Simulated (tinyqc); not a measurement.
Time-dependent dielectric breakdown: cell percolation, Weibull statistics, area scaling and voltage extrapolation. From one set of inputs to another, one input at a time. Computed by tinyqc, a small Python program. Command: `OMP_NUM_THREADS=1 python tinyqc.py 3012461 3012462 out.jsonl tddb ladder`. One thread of a shared host (Intel(R) Xeon(R) Processor @ 2.30GHz), about 0.01 s of CPU time with the checks.

The oxide is divided into columns of area a^2, each holding m = t_ox/a cells (m is taken as continuous). A share lambda(t) = (t/t_1)^alpha of the cells is defective, and a column whose cells are all defective breaks down.

The inputs printed are set A. Inputs not listed in the table keep their values of set A, so the rows need not describe a real material.

Inputs (values chosen for the exercise, for a model gate oxide):
```
quantity                                                   value  unit
oxide thickness t_ox                                         5.1    nm
defect cell size a                                          0.98    nm
exponent alpha of defect growth                             0.37     -
time t_1 at which the occupied share would reach 1       1.1e+07     s
test area A                                                   10  um^2
product area A_u                                           8e+06  um^2
stress voltage V                                            5.76     V
use voltage V_u                                              3.7     V
local exponent n = -d ln t/d ln V at the stress voltage       40     -
activation energy E_a                                       0.51    eV
stress temperature T                                         140     C
use temperature T_u                                          100     C
allowed failure fraction F                                 1e-05     -
```

Voltage law used: power.

Constants: k_B = 8.617333262e-05 eV/K.

Method:
- Failure fraction F = 1 - (1 - lambda^m)^N with N = A/a^2 columns, which for small lambda^m is 1 - exp(-(t/t63)^beta) with beta = alpha m and t63 = t_1 N^(-1/beta); critical share lambda(t63) = N^(-1/m). 1 um^2 = 1e6 nm^2.
- All three voltage laws share the slope n at the stress voltage. Factor t(V_u)/t(V): E law exp(n (1 - V_u/V)); 1/E law exp(n (V/V_u - 1)); power law (V/V_u)^n.
- Temperatures in kelvin are T(C) + 273.15.
- Temperature factor exp[(E_a/k_B)(1/T_u - 1/T)]; area factor (A/A_u)^(1/beta); percentile factor (-ln(1 - F))^(1/beta); life = t63 x all four; 1 year = 3.15576e7 s.

Each row keeps all changes above it:
```
input moved                                                  from        to  characteristic life t63 (s)  Weibull slope beta  area factor
set A                                                           -         -                    2.494e+03               1.926      0.00086
product area A_u (um^2)                                   8000000   7000000                    2.494e+03               1.926      0.00092
use voltage V_u (V)                                           3.7       2.4                    2.494e+03               1.926      0.00092
defect cell size a (nm)                                      0.98      0.91                    4.228e+03               2.074      0.00152
activation energy E_a (eV)                                   0.51      0.58                    4.228e+03               2.074      0.00152
local exponent n = -d ln t/d ln V at the stress voltage        40        35                    4.228e+03               2.074      0.00152
time t_1 at which the occupied share would reach 1 (s)   11000000  35000000                    1.345e+04               2.074      0.00152
exponent alpha of defect growth                              0.37      0.86                    1.188e+06               4.820      0.06127
```

Characteristic life t63 goes from 2490 to 1.19e6, a factor 476 in all. The largest single move comes from exponent alpha of defect growth (a factor 88.3). Weibull slope beta goes from 1.93 to 4.82, a factor 2.50 in all. The largest single move comes from exponent alpha of defect growth (a factor 2.32). Area factor goes from 8.60e-4 to 0.0613, a factor 71.3 in all. The largest single move comes from exponent alpha of defect growth (a factor 40.4). The single moves hold for this order of the switches; the total does not depend on the order.

Caution (all rows): t_1 is an input here; in a real oxide it changes with thickness at fixed voltage.

Extremes, crossings and ranges named in words are read from the listed rows.
